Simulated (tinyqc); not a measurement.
Worked calculation: thin (001) film in sp3s* tight binding with raised dangling bonds. Values are carried at full precision from step to step, so a last printed digit may differ when a step is redone from the rounded ones.

sp3s* tight binding, nearest neighbours only: anion (a) at 0, cation (c) at a/4 (1,1,1), orbitals s, px, py, pz, s* on each; k in units of 2 pi/a. With phases e_j = exp(i (pi/2) k.n_j) for n = (1,1,1), (1,-1,-1), (-1,1,-1), (-1,-1,1): g0 = (e1+e2+e3+e4)/4, g1 = (e1+e2-e3-e4)/4, g2 = (e1-e2+e3-e4)/4, g3 = (e1-e2-e3+e4)/4. The diagonal holds the levels Esa, Epa, Exa (s*) and Esc, Epc, Exc. Anion-cation block: <sa|sc> = Vss g0; <sa|xc> = Vsapc g1; <xa|sc> = -Vscpa g1; <xa|xc> = Vxx g0; <xa|yc> = <ya|xc> = Vxy g3, <xa|zc> = <za|xc> = Vxy g2, <ya|zc> = <za|yc> = Vxy g1; <s*a|xc> = Vxapc g1; <xa|s*c> = -Vpaxc g1; y and z take g2 and g3 in place of g1; s-s* and s*-s* vanish.

Inputs chosen for the exercise (out of a larger set: near a published set for InAs, fitted to gaps, whose masses and valley positions are rough; not measured data):
```
symbol  value                                                                                        unit  meaning
p       (-9.553, 0.915, -2.716, 3.749, 7.38, 6.74, -5.609, 1.844, 4.488, 3.05, 5.397, 3.363, 3.906)  eV    order Esa, Epa, Esc, Epc, Exa, Exc, Vss, Vxx, Vxy, Vsapc, Vscpa, Vxapc, Vpaxc
N       5                                                                                                  atomic planes in the small film
dl      10                                                                                           eV    shift of the dangling hybrids
```

## Bulk edges along [001]

Gap at Gamma and minimum on (0,0,kz), kz from 0.5 to 1, from the bulk Ev. States at zero in-plane momentum come from this line alone.

edges (eV): Gamma 0.4277, Delta 2.2985

kz of the minimum = 1.0000 2 pi/a

## The two blocks of the small film

Planes alternate anion (a), cation (c) along [001], a/4 apart, starting with an anion; zero in-plane momentum; levels counted from the bulk Ev, the lower root of [[Epa, Vxx], [Vxx, Epc]]; no spin-orbit coupling. Block of s, pz, s*: from an anion to the cation above, Vss/2 (s,s), Vsapc/2 (s,z), -Vscpa/2 (z,s), Vxx/2 (z,z), Vxapc/2 (s*,z), -Vpaxc/2 (z,s*); to the cation below the same with the s-z and s*-z signs reversed. Block of u = (px + py)/sqrt2 and v = (px - py)/sqrt2: to the cation above (Vxx + Vxy)/2 for u and (Vxx - Vxy)/2 for v, to the cation below the reverse. Each surface atom has two dangling sp3 hybrids; raising both by dl adds (dl/2) [[1, t], [t, 1]] to its s, pz levels (t = -1 at the bottom face, +1 at the top) and dl to the one of u, v in whose plane the missing bonds lie (v for a bottom anion or a top cation, u for a top anion).

Fill them in.

s, pz, s* block (eV), lower triangle:
```
        sa1     za1    *a1     sc2     zc2    *c2     sa3     za3    *a3     sc4     zc4    *c4
sa1  -4.559
za1  -5.000   5.909
*a1       0       0  7.374
sc2  -2.804  -2.699      0  -2.722
zc2   1.525   0.922  1.681       0   3.743
*c2       0  -1.953      0       0       0  6.734
sa3       0       0      0  -2.804  -1.525      0  -9.559
za3       0       0      0   2.699   0.922  1.953       0   0.909
*a3       0       0      0       0  -1.681      0       0       0  7.374
sc4       0       0      0       0       0      0  -2.804  -2.699      0  -2.722
zc4       0       0      0       0       0      0   1.525   0.922  1.681       0   3.743
*c4       0       0      0       0       0      0       0  -1.953      0       0       0  6.734
sa5       0       0      0       0       0      0       0       0      0  -2.804  -1.525      0
za5       0       0      0       0       0      0       0       0      0   2.699   0.922  1.953
*a5       0       0      0       0       0      0       0       0      0       0  -1.681      0

        sa5    za5    *a5
sa5  -4.559
za5   5.000  5.909
*a5       0      0  7.374
```

u, v block (eV), lower triangle:
```
       ua1     va1     uc2    vc2    ua3     va3     uc4    vc4     ua5    va5
ua1  0.909
va1      0  10.909
uc2  3.166       0   3.743
vc2      0  -1.322       0  3.743
ua3      0       0  -1.322      0  0.909
va3      0       0       0  3.166      0   0.909
uc4      0       0       0      0  3.166       0   3.743
vc4      0       0       0      0      0  -1.322       0  3.743
ua5      0       0       0      0      0       0  -1.322      0  10.909
va5      0       0       0      0      0       0       0  3.166       0  0.909
```

## Levels of the small film

Diagonalise both blocks.

levels of the s, pz, s* block (eV): -12.023  -9.405  -8.164  -3.612  0.428  2.371  2.650  3.627  5.519  6.329  7.374  8.116  9.047  9.460  9.958

levels of the u, v block (eV): -1.838  -1.838  -0.636  -0.636  5.122  5.122  6.382  6.382  11.180  11.180

No level lies between 0 and the bulk edge 0.428 eV; confinement has widened the gap at zero in-plane momentum to 1.064 eV.

## Checks

- Lowest conduction level of 201 planes, with the dangling hybrids shifted far away, against the bulk edge: 0.4350 against 0.4277.

Run: tinyqc, `OMP_NUM_THREADS=1 python tinyqc.py 1481152 1481153 out.jsonl`; Intel(R) Xeon(R) Processor @ 2.30GHz, one thread, shared host; about 0.4 s of CPU time with all checks.
